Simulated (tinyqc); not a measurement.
# One-diode model of a solar cell: effects of single changes

J is the current delivered and Vj = V + J Rs the junction voltage. J = X JL - J01 (exp(Vj/(n1 Vt)) - 1) - Vj/Rp. The photocurrent does not depend on voltage.

Inputs (values chosen for the exercise); values of the order met in cells of silicon:

| symbol | value | unit | meaning |
|---|---|---|---|
| T | 348 | K | temperature |
| JL | 35 | mA/cm^2 | photocurrent at one sun |
| X | 10 | suns | concentration |
| J01 | 4.1e-10 | A/cm^2 | saturation current of the diode |
| n1 | 1.01 |  | ideality factor of the diode |
| Rs | 0.098 | ohm cm^2 | series resistance |
| Rp | 600 | ohm cm^2 | shunt resistance |
| Pin | 100 | mW/cm^2 | incident power at one sun |

Constants: q = 1.602176634e-19 C, kB = 1.380649e-23 J/K, Vt = kB T/q. Results are converted to the units shown.

Each table varies one quantity; the others keep the values above.

## Effect of the saturation current of the diode

Jsc at V = 0, Voc at J = 0, the maximum power point where J (1 + 2 Rs G) = G Vj with G = -dJ/dVj; FF = Vmp Jmp/(Voc Jsc); efficiency Vmp Jmp/(X Pin). Empirical fill factor without parasitics FF0 = (v - ln(v + 0.72))/(v + 1), v = Voc/(n1 Vt).

Effect of the saturation current of the diode:
```
J01 (A/cm^2)	Jsc (mA/cm^2)	Voc (V)	Vmp (V)	Jmp (mA/cm^2)	FF	efficiency (%)	FF0
4e-12	349.94	0.76300	0.63815	332.31	0.79424	21.207	0.83755
4e-11	349.94	0.69327	0.57193	330.49	0.77912	18.902	0.82579
4e-10	349.94	0.62354	0.50614	328.18	0.76124	16.610	0.81197
4e-9	349.94	0.55380	0.44089	325.18	0.73977	14.337	0.79545
4e-8	349.94	0.48407	0.37634	321.16	0.71350	12.087	0.77532
4e-7	349.94	0.41434	0.31274	315.56	0.68063	9.8688	0.75019
```

As J01 goes from 4e-12 to 4e-7, Voc falls from 0.763 to 0.414 V, FF falls from 0.794 to 0.681 and the efficiency falls from 21.2 to 9.87 %. Voc changes by -69.7 mV a decade between the last two rows and -69.7 mV between the first two.

## Effect of the shunt resistance

Same model as above.

Results:
```
Rp (ohm cm^2)	Jsc (mA/cm^2)	Voc (V)	Vmp (V)	Jmp (mA/cm^2)	FF	efficiency (%)	FF0
3	338.9	0.5974	0.4587	188.1	0.4262	8.629	0.8061
10	346.6	0.6170	0.5000	282.2	0.6597	14.11	0.8105
300	349.9	0.6227	0.5054	327.4	0.7593	16.54	0.8118
1000	350.0	0.6228	0.5055	328.5	0.7617	16.60	0.8118
5000	350.0	0.6229	0.5055	328.9	0.7625	16.62	0.8118
20000	350.0	0.6229	0.5055	328.9	0.7627	16.63	0.8118
1e5	350.0	0.6229	0.5055	328.9	0.7627	16.63	0.8118
```

Estimate the missing row, Rp = 60 ohm cm^2.

Computed row:
```
Rp (ohm cm^2)	Jsc (mA/cm^2)	Voc (V)	Vmp (V)	Jmp (mA/cm^2)	FF	efficiency (%)	FF0
60	349.4	0.6220	0.5048	321.0	0.7456	16.20	0.8116
```

With this row back in the table: As Rp goes from 3 to 1e5, Voc rises from 0.597 to 0.623 V, FF rises from 0.426 to 0.763 and the efficiency rises from 8.63 to 16.6 %. Voc changes by 0.00308 mV a decade between the last two rows and 37.5 mV between the first two. For Rp = 3 the shunt carries over 0.3 of the photocurrent at open circuit, so it pulls Voc down and FF towards the 1/4 of a resistor.

Program tinyqc, `OMP_NUM_THREADS=1 python tinyqc.py 2280047 2280048 out.jsonl`; Intel Xeon 2.30GHz, shared host, one thread, about 0.01 s.
